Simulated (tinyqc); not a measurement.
Stacked nanosheet transistor, parasitic resistance, capacitance and delay: one step of the calculation.

Ns sheets share one contact on top; each has perimeter p = 2 (Ws + ts) and cross-section A = Ws ts; contact width Wc = Ws + 10 nm, stack height Hs = Ns pv. Sheet 1 is the top one. Contact length Lc = CPP - Lg - 2 Lsp, shared by two neighbouring gates. Source and drain sides are equal. The formulas are first-order estimates, not field solutions.

Problem. Effective current, delay and energy. Ieff = (IH + IL)/2, delay CL Vdd/(2 Ieff), energy CL Vdd^2, with CL the load of an inverter that drives an equal one.

Inputs (values chosen for the exercise):
```
symbol,value,unit,meaning
Vdd,0.6,V,supply voltage
```

IH = I(Vdd, Vdd/2) = 63.201987 uA
IL = I(Vdd/2, Vdd), solved likewise = 10.976777 uA
CL = 529.30478 aF

Find: Ieff; delay; energy.

Solution.

Ieff = 37.09 uA
delay = 4.281 ps
energy = 190.5 aJ

tinyqc, about 0.08 s, one thread, Intel Xeon 2.30GHz (shared host): `OMP_NUM_THREADS=1 python tinyqc.py 2170117 2170118 out.jsonl`
